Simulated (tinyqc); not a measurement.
Nucleation and growth of vacancy voids in a cooling silicon-like crystal: one step, computed by the program tinyqc. Command: `OMP_NUM_THREADS=1 python tinyqc.py 3008519 3008520 out.jsonl voids walk`. One thread of a shared host (Intel(R) Xeon(R) Processor @ 2.30GHz), about 0.3 s of CPU time with the checks.

Spherical voids; vacancies are lost only to voids.

Problem. Nucleation rate at T with the initial excess. C_e = C_m exp[-(E_f/k_B)(1/T - 1/T_m)]; D = D0 exp(-E_m/(k_B T)); f = k_B T ln(C/C_e); r* = 2 gamma/(rho f); W* = 16 pi gamma^3/(3 rho^2 f^2); Z = f/sqrt(12 pi W* k_B T); I = rho Z (4 pi r* D C) exp(-W*/(k_B T)).

Inputs (values chosen for the exercise, close to those used for silicon): vacancy density at the melting point C_m = 7e+14 1/cm^3; formation energy E_f = 3.89 eV; melting point T_m = 1685 K; diffusion prefactor D0 = 0.0019 cm^2/s; migration energy E_m = 0.38 eV; site density rho = 5e+22 1/cm^3; void surface energy gamma = 0.98 J/m^2; temperature of the worked step T = 1370 K.

initial excess C = 1.089474e+14 1/cm^3

Constants: k_B = 8.617333262e-05 eV/K; k_B = 1.380649e-23 J/K; e = 1.602176634e-19 C.

Give: C_e; D; driving force f; critical radius r*; W*/(k_B T); rate I.

Solution.

C_e = 1.479e+12 1/cm^3

D = 7.601e-05 cm^2/s

driving force f = 0.5076 eV

critical radius r* = 0.4820 nm

W*/(k_B T) = 50.42

rate I = 3127 1/(cm^3 s)

Cooling by 10 K multiplies I by 71: nucleation switches on within a narrow range of temperature.
